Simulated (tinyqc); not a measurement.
Strain, valley repopulation and piezoresistance in a many-valley conduction band: one step, computed by the program tinyqc. Command: `OMP_NUM_THREADS=1 python tinyqc.py 3008747 3008748 out.jsonl valleys walk`. One thread of a shared host (Intel(R) Xeon(R) Processor @ 2.30GHz), about 0.02 s of CPU time with the checks.

Valleys are ellipsoids with mass m_l along the axis a and m_t across it, parabolic, with one constant relaxation time; strain shifts the valleys and leaves the masses alone. Currents are taken along [111], along the load, and along [1-10], across the load.

Task: Populations. Each of the 4 valleys holds n_v = N_v (2/sqrt(pi)) F_1/2((E_F - dE_v)/(k_B T)), N_v = 2 (m_d k_B T/(2 pi hbar^2))^(3/2), m_d = (m_l m_t^2)^(1/3); E_F solves sum n_v = n and is counted from the unstrained edge. F_j(eta) = int_0^infinity x^j/(1 + exp(x - eta)) dx, without a gamma-function factor. It is evaluated after integrating by parts. Integrals over x = E/(k_B T) use 160 Gauss-Legendre points in u = sqrt(x) from 0 to sqrt(max(eta, 0) + 32).

Inputs (values chosen for the exercise, modelled on germanium):

| quantity | value | unit |
|---|---|---|
| longitudinal mass m_l | 1.63 | m_0 |
| transverse mass m_t | 0.0843 | m_0 |
| electron density n | 1.1e+16 | 1/cm^3 |
| temperature T | 300 | K |

Valley axes: <111> (4 valleys). Load: uniaxial [111].

shifts dE (meV): [111] 42.66488, [-111] -11.05550, [1-11] -11.05550, [11-1] -11.05550

Constants: k_B = 8.617333262e-05 eV/K; m_0 = 9.1093837015e-31 kg; k_B = 1.380649e-23 J/K; hbar = 1.054571817e-34 J s.

Give: Fermi level E_F; share of the electrons.

Result:

Fermi level E_F = -182.8 meV

share of the electrons: [111] 0.0401, [-111] 0.3200, [1-11] 0.3200, [11-1] 0.3200
